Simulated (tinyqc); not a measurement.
Comparisons within one model: Stoner model of a band ferromagnet. A value that a table varies takes the place of the one given here.

Density of states per atom and spin: semi-elliptic, D(e) = (8 M/(pi W^2)) sqrt(W^2/4 - e^2). Levels e -/+ I m/2 for up and down spin, m = n_up - n_down, n_up + n_down = nd. At zero temperature e(N) is the energy below which N states lie, and E(m) = sum over spins of integral e D de - I m^2/4.

Constants: kB = 8.617333262e-05 eV/K.

Inputs chosen for the exercise: W = 5.7 eV (band width, e from -W/2 to W/2); M = 5 (states per atom and spin); nd = 8.86 (electrons per atom); I = 1.3 eV (Stoner parameter).

## Moment against temperature

Fermi-Dirac occupations on 600 equal energy intervals; m is iterated from saturation until it changes by less than 1e-7 or for 400 rounds; the paramagnet is unstable while I times the mean of D weighted by -df/de exceeds 1.

Results:
```
T/Tc  T (K)  m (muB)  I D(T) of the paramagnet
0.10    323    1.032                     1.093
0.30    968    0.976                     1.087
0.50   1613    0.872                     1.073
0.65   2097    0.757                     1.057
0.80   2581    0.593                     1.035
0.90   2903    0.429                     1.018
0.95   3064    0.307                     1.009
1.10   3548    0.000                     0.981
```

Tc (from I D(T) = 1) = 3.23e+03 K

What can be read from the table?

kB Tc = 0.278 eV, 0.21 of the exchange splitting at zero temperature. m keeps 0.85 of its first value at half Tc and 0.42 at 0.9 Tc. The model knows only Stoner excitations; spin waves and local moments bring the ordering temperature below the Stoner value.

## Moment against the Stoner parameter

Lowest state for each I.

Results:
```
I (eV)  I D(EF)  m (muB)  E - E(0) (meV)
0.72      0.606    0.000             0.0
0.95      0.800    0.000             0.0
1.07      0.901    0.000             0.0
1.19      1.002    0.175             0.0
1.31      1.103    1.060           -20.8
1.49      1.254    1.140           -78.0
1.79      1.507    1.140          -175.5
2.14      1.801    1.140          -289.2
```

What can be read from the table?

A moment first appears at I = 1.19 eV of those listed, where I D(EF) = 1.002. It is saturated at 1.140 from I = 1.49 eV on.

## Moment against band filling

Rigid band, I fixed: a Slater-Pauling curve.

Results:
```
nd   I D(EF)  m (muB)  m_max
3.0    1.376    3.000    3.0
4.0    1.434    4.000    4.0
5.0    1.452    5.000    5.0
6.0    1.434    4.000    4.0
6.5    1.410    3.500    3.5
7.0    1.376    3.000    3.0
7.5    1.328    2.500    2.5
8.0    1.264    2.000    2.0
8.5    1.177    1.500    1.5
9.0    1.055    0.773    1.0
9.5    0.861    0.000    0.5
```

What does this show?

Magnetic fillings among those listed: 3.0, 4.0, 5.0, 6.0, 6.5, 7.0, 7.5, 8.0, 8.5 and 9.0; the largest moment is 5.00 at nd = 5. At 3.0, 4.0, 5.0, 6.0, 6.5, 7.0, 7.5, 8.0 and 8.5 the moment is saturated and follows m_max, changing by one per electron.

## What moves the moment

Lowest state for each case. Each row changes one parameter from the base and keeps the others.

Results:
```
case          I D(EF)  m (muB)  E - E(0) (meV)
base            1.094    1.039           -18.1
W = 5.244 eV    1.189    1.140           -48.8
I = 1.404 eV    1.182    1.140           -50.1
nd = 8.56       1.165    1.439           -65.8
```

How do the results move?

The largest shifts from the base row, up to three for each result and ties (the steps differ in size, so this ranks the rows, not the parameters). I D(EF): W +0.095, I +0.088, nd +0.071. m (muB): nd +0.400, W +0.101, I +0.101. E - E(0) (meV): nd -47.7, I -32.0, W -30.7.

Computed by tinyqc, a small Python program: `OMP_NUM_THREADS=1 python tinyqc.py 1652079 1652080 out.jsonl` (the numbers bound the seed that draws the inputs); one thread of a shared host (Intel(R) Xeon(R) Processor @ 2.30GHz), about 0.5 s for the whole set of steps.
